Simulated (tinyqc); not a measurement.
# Doping and flat-band voltage from two insulator thicknesses

Question. A junctionless wire is fully depleted at VT = Vfb - q Nd R^2/(4 eps0 eps_r) - q Nd R^2 ln(1 + tox/R)/(2 eps0 eox). Find Nd and Vfb.

Values chosen for this exercise; material values close to those of gallium arsenide: relative permittivity of the semiconductor eps_r = 12.7; relative permittivity of the gate insulator eox = 7.5; wire radius R = 5 nm.

Constants: q = 1.602176634e-19 C, eps0 = 8.8541878128e-14 F/cm where lengths are in cm. Results are converted to the units shown.

VT at tox = 3.7 and 8.1 nm (V): [0.76353856, 0.68330537]

Solution. The difference of the thresholds is proportional to Nd and holds no Vfb.

Nd = 6.500e18 cm^-3
Vfb = 0.9300 V

Program tinyqc, `OMP_NUM_THREADS=1 python tinyqc.py 2460168 2460169 out.jsonl`; Intel Xeon 2.30GHz, shared host, one thread, about 0.01 s.
